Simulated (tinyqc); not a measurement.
Strength against creep resistance: grain growth, pinning, strength and diffusional creep of a polycrystal or thin film. Computed by tinyqc, a small Python program. Command: `OMP_NUM_THREADS=1 python tinyqc.py 3003598 3003599 out.jsonl grain walk`. One thread of a shared host (Intel(R) Xeon(R) Processor @ 2.30GHz), about 0.01 s of CPU time with the checks.

One mean grain size d describes the structure.

Inputs (values chosen for the exercise, modelled on polycrystalline silicon):
```
quantity,value,unit
atomic volume Omega,20.02,angstrom^3
boundary energy gamma,0.56,J/m^2
mobility prefactor M0,6.9e-05,m^4/(J s)
activation energy of boundary motion Q_m,2.97,eV
anneal temperature T,1167,K
anneal time t,60,s
initial grain size d0,68,nm
particle volume fraction f,0.02,-
particle radius r,12,nm
film thickness h,350,nm
surface energy gamma_s,1.6,J/m^2
Hall-Petch slope k_y,0.27,MPa m^0.5
lattice diffusion energy Q_l,4.68,eV
boundary diffusion energy Q_b,2.61,eV
lattice prefactor D0,4.9e-05,m^2/s
boundary prefactor delta D0b,3.4e-15,m^3/s
applied stress sigma,48,MPa
service temperature T_c,485,K
```

Sample: thin film on a substrate.

Constants: k_B = 8.617333262e-05 eV/K; k_B = 1.380649e-23 J/K.

Method:
- M = M0 exp(-Q_m/(k_B T)). The driving pressure is 2 gamma/d. Zener pinning pressure 3 f gamma/(2 r) stops growth at d_Z = 4 r/(3 f). Grooves where boundaries meet the surface have the angle theta = arcsin(gamma/(2 gamma_s)) and are taken to stop growth at d_h = h/(2 theta), a few film thicknesses; the limit is 1/d_lim = 1/d_Z + 1/d_h.
- dd/dt = 2 M gamma (1/d - 1/d_lim) integrates to 2 M gamma t = d_lim (d0 - d) + d_lim^2 ln[(d_lim - d0)/(d_lim - d)]; without pinning d^2 = d0^2 + 4 M gamma t.
- Nabarro-Herring rate = 14 sigma Omega D_l/(k_B T d^2), D_l = D0 exp(-Q_l/(k_B T)); Coble rate = 14 pi sigma Omega delta D_b/(k_B T d^3), delta D_b = delta D0b exp(-Q_b/(k_B T)); they are equal at d_x = pi delta D_b/D_l.
- Hall-Petch term k_y/sqrt(d).

crossover size d_x = 7.05365e+17 micrometre

At T_c and sigma:
```
d (nm),Hall-Petch term (MPa),Nabarro-Herring (1/s),Coble (1/s),time to 1 % (s)
30,1558.8,2.5568e-38,6.0116e-19,1.6634e+16
100,853.8,2.3011e-39,1.6231e-20,6.1609e+17
300,493.0,2.5568e-40,6.0116e-22,1.6634e+19
1000,270.0,2.3011e-41,1.6231e-23,6.1609e+20
3000,155.9,2.5568e-42,6.0116e-25,1.6634e+22
10000,85.4,2.3011e-43,1.6231e-26,6.1609e+23
100000,27.0,2.3011e-45,1.6231e-29,6.1609e+26
```

What does the comparison show, and why?

From 100 micrometre to 30 nm grains the Hall-Petch term grows 58 times, while the time to 1 % strain shrinks by 10.6 decades. Coble creep rules in 7 of the seven rows (d_x is a millimetre or more). Fine grains resist slip but creep fast. The Hall-Petch value at 30 nm is at the edge of that law, and in a film grains much larger than h lose atoms to the surfaces instead. Caution: sigma Omega is not small against k_B T, as the linear creep laws assume.

Extremes, crossings and ranges named in words are read from the listed rows.
